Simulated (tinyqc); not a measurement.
Thermoelectric coefficients of a parabolic band, Landauer integrals: one step of the calculation.

Bulk parabolic band, x = (E - Ec)/kB T, C = hbar^2/(2 m0), kB T in eV. Modes per area gv m kB T x/(4 pi C) times the back-scattering length l0 x^rr give the transport function s0 X(x), s0 = (2 q^2/h) gv m kB T l0/(4 pi C), X = x^(1 + rr). I_k = int X (x - eta)^k w dx, w = 1/(4 cosh^2((x - eta)/2)).

Question. Coefficients of the electrons. sigma = s0 I_0, S = -(kB/q) I_1/I_0, Lorenz number L = (kB/q)^2 [I_2/I_0 - (I_1/I_0)^2], kappa_e = L sigma T.

Inputs (values chosen for the exercise): temperature T = 300 K; mass of one valley m = 0.3 m0; valleys gv = 3; back-scattering length at x = 1 l0 = 9.6 nm; energy exponent of that length rr = 0; reduced Fermi level (EF - Ec)/kB T eta = 3.1.

Constants: q = 1.602176634e-19 C, kB = 1.380649e-23 J/K, hbar = 1.054571817e-34 J s, h = 6.62607015e-34 J s, m0 = 9.1093837015e-31 kg, Vt = kB T/q, hbar^2/(2 m0) = 0.0380998212 eV nm^2. Results are converted to the units shown.

converged I_0, I_1, I_2: [3.1440640, 3.0641663, 11.443281]

Wanted: s0; sigma; S; L; kappa_e.

Answer.

s0 = 361.47 S/cm
sigma = 1136.5 S/cm
S = -83.983 uV/K
L = 1.9974 x 1e-8 V^2/K^2
kappa_e = 0.68101 W/(m K)

L is 18 % below the Sommerfeld value (pi^2/3)(kB/q)^2 = 2.443e-8 V^2/K^2.

Range of the model: Parabolic bands, elastic scattering and a fixed kL make these model figures, not those of a material.

Numbers from tinyqc (`OMP_NUM_THREADS=1 python tinyqc.py 2800008 2800009 out.jsonl`; about 0.08 s on one thread of a shared Intel Xeon 2.30GHz).
